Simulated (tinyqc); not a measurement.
From results back to parameters: ellipsoidal valleys in the axes of a wafer and a channel. Two cases, with inputs chosen for the exercise.

Problem. A valley whose axis makes az^2 = 0.500000 with the surface normal has 1/mz = az^2/ml + (1 - az^2)/mt and mz md^2 = ml mt^2. Its confinement and density-of-states masses are given, and ml > mt.

Find: ml mt^2; mt; ml.

Method. Put ml = (mz md^2)/mt^2 into the first relation and solve for mt below (mz md^2)^(1/3), the value at which ml = mt; a scan of that range finds one root.

Case 1.

mz, md (m0): 0.3062516  0.3202679

Solution.

ml mt^2 = 0.031413
mt = 0.183 m0
ml = 0.938 m0

Case 2.

mz, md (m0): 0.3206124  0.3291641

Solution.

ml mt^2 = 0.034738
mt = 0.194 m0
ml = 0.923 m0

Computed by tinyqc, one run a case: `OMP_NUM_THREADS=1 python tinyqc.py N N+1 out.jsonl` with N = 1880584, 1880712; one thread of a shared Intel(R) Xeon(R) Processor @ 2.30GHz, about 0.01 s a run at most.
